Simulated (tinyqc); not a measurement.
Trap in a gate oxide as a short-range spherical well: one step. The bound level.

A spherical well of radius R and depth V0 below the conduction edge, one mass m, c = hbar^2/2m0. The s level at binding Et solves k cot(k R) = -kappa with k = sqrt(m (V0 - Et)/c), kappa = sqrt(m Et/c); it exists for V0 > Vc = c (pi/2R)^2/m. Outside, psi falls as exp(-kappa r)/r.

Constants: hbar^2/2m0 = 3.80998211 eV angstrom^2.

Parameters, chosen for this exercise (out of a larger set: near those of Al2O3 on GaAs; not measured data): R = 3.9 angstrom (radius of the well); V0 = 4.97 eV (depth of the well); m = 0.315 m0 (mass).

Problem. Solve for Et; the share outside is [sin^2(kR)/(2 kappa)]/[sin^2(kR)/(2 kappa) + R/2 - sin(2kR)/(4k)].

Give: Et; k; kappa; share outside; Vc.

Solution.

Et = 1.3780 eV
k = 0.5450 1/angstrom
kappa = 0.3375 1/angstrom
share outside = 0.312
Vc = 1.962 eV

The well is 2.53 times the critical depth. Since dEt/dV0 equals the share inside, 0.69, a 1 % change of V0 moves Et by 2.5 %. The decay length is 3.0 angstrom, 0.8 times R.

Run: tinyqc, `OMP_NUM_THREADS=1 python tinyqc.py 1251476 1251477 out.jsonl`; Intel(R) Xeon(R) Processor @ 2.30GHz, one thread, shared host; about 0.01 s of CPU time with all checks.
